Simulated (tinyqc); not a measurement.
# Bandgap voltage reference from two bipolar transistors: output against temperature

Two transistors of area 1 and N carry the same current I. Is(T) = Is (T/T0)^eta exp[(Vg0 q/kB)(1/T0 - 1/T)], VBE1 = Vt ln(I/Is(T)) + I rb, VBE2 = Vt ln(I/(N Is(T))) + I rb/N. The amplifier forces I R1(T) = VBE1 - VBE2 + Vos, with R(T) = R (1 + tc (T - T0)) for both resistors, and the output is Vref = VBE1 + I R2(T). Base currents and the Early effect are neglected.

Vt = kB T/q; I = (Vt ln N + Vos)/(R1(T) - rb (1 - 1/N)).

Inputs (values chosen for the exercise); values of the order met in silicon bipolar transistors: reference temperature T0 = 300 K; band-gap voltage extrapolated to 0 K Vg0 = 1.167 V; temperature exponent of the saturation current eta = 3.3; saturation current of the unit transistor at T0 Is = 5.5e-18 A; area ratio of the second transistor N = 15; resistor across which the difference of VBE falls, at T0 R1 = 14 kohm; temperature coefficient of both resistors tc = 0 ppm/K; offset of the amplifier Vos = 2.6 mV; series resistance of the unit transistor rb = 0 ohm; output resistor at T0 R2 = 109.1 kohm.

Constants: q = 1.602176634e-19 C, kB = 1.380649e-23 J/K. Results are converted to the units shown.

Results:
```
T (K)	I (uA)	VBE1 (V)	I R2 (V)	Vref (V)	Vref - Vref(T0) (mV)	dVref/dT (uV/K)
218	3.8195	0.85099	0.41671	1.2677	-10.926	166.60
233	4.0695	0.82611	0.44398	1.2701	-8.5275	153.40
253	4.4029	0.79265	0.48036	1.2730	-5.6251	137.06
273	4.7363	0.75886	0.51673	1.2756	-3.0367	121.97
298	5.1530	0.71623	0.56219	1.2784	-0.20786	104.59
323	5.5697	0.67318	0.60765	1.2808	2.2046	88.618
348	5.9864	0.62974	0.65312	1.2829	4.2330	73.836
373	6.4031	0.58595	0.69858	1.2845	5.9050	60.080
423	7.2366	0.49739	0.78951	1.2869	8.2724	35.140
```

Estimate the missing row, T = 398 K.

Computed row:
```
T (K)	I (uA)	VBE1 (V)	I R2 (V)	Vref (V)	Vref - Vref(T0) (mV)	dVref/dT (uV/K)
398	6.8199	0.54183	0.74405	1.2859	7.2444	47.218
```

With this row back in the table: VBE1 falls by 1.72 mV/K on average and I R2 rises by 1.82 mV/K. The slope of Vref vanishes at T = 505 K. Between 233 and 398 K Vref spans 15.8 mV, or 74.7 ppm/K by the box method (span over the average over T, over 165 K).

tinyqc, about 0.02 s, one thread, Intel Xeon 2.30GHz (shared host): `OMP_NUM_THREADS=1 python tinyqc.py 2062103 2062104 out.jsonl`
